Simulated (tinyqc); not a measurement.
## Series resistance and length offset from two lengths at two overdrives

Question. In strong inversion R W = Rsd + k(x)(L - dL), k(x) = (1 + th1 x)/(mu0 Cox x), x the overdrive, Cox = eps0 eox/tox, with Rsd and dL independent of x. Find dL, Rsd, mu0 and th1.

Inputs (values chosen for the exercise):
```
symbol  value  unit                                                                 meaning
eox      7.35        relative permittivity of the gate insulator (close to silicon nitride)
tox       2.3    nm                                                     insulator thickness
```

Constants: eps0 = 8.8541878128e-14 F/cm where lengths are in cm. Results are converted to the units shown.

total resistance times width (ohm um):
```
,L = 0.057 um,L = 0.6 um
overdrive 0.46 V,695.562820,3990.76689
overdrive 1.23 V,516.916178,1946.63704
```

Solution. At each overdrive R W is a straight line in L; the two lines cross at L = dL, R W = Rsd. Their slopes give k x = (1 + th1 x)/(mu0 Cox), a straight line in x.

dL = 0.005000 um
Rsd = 380.0 ohm um
mu0 = 140.0 cm^2/(V s)
th1 = 0.2300 1/V

Program tinyqc, `OMP_NUM_THREADS=1 python tinyqc.py 2210152 2210153 out.jsonl`; Intel Xeon 2.30GHz, shared host, one thread, about 0.01 s.
